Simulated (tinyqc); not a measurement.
Inside a calculation. Method: RKS/B3LYP (VWN-RPA form) in the sto-3g basis, for Li+, spin multiplicity 1. One step of it, computed by the program tinyqc.

Question. Orthogonalisation. S = U s U^T; symmetric (Loewdin) form X = U s^(-1/2) U^T, so that X^T S X = 1.

overlap S:
```
           1Li 1s    1Li 2s   1Li 2px   1Li 2py   1Li 2pz
1Li 1s   1.000000  0.241137  0.000000  0.000000  0.000000
1Li 2s   0.241137  1.000000  0.000000  0.000000  0.000000
1Li 2px  0.000000  0.000000  1.000000  0.000000  0.000000
1Li 2py  0.000000  0.000000  0.000000  1.000000  0.000000
1Li 2pz  0.000000  0.000000  0.000000  0.000000  1.000000
```

Give: eigenvalues of S; X.

Answer.

eigenvalues of S: 0.759  1.000  1.000  1.000  1.241

X:
```
         1Li 1s  1Li 2s  1Li 2px  1Li 2py  1Li 2pz
1Li 1s    1.023  -0.125    0.000    0.000    0.000
1Li 2s   -0.125   1.023    0.000    0.000    0.000
1Li 2px   0.000   0.000    1.000    0.000    0.000
1Li 2py   0.000   0.000    0.000    1.000    0.000
1Li 2pz   0.000   0.000    0.000    0.000    1.000
```
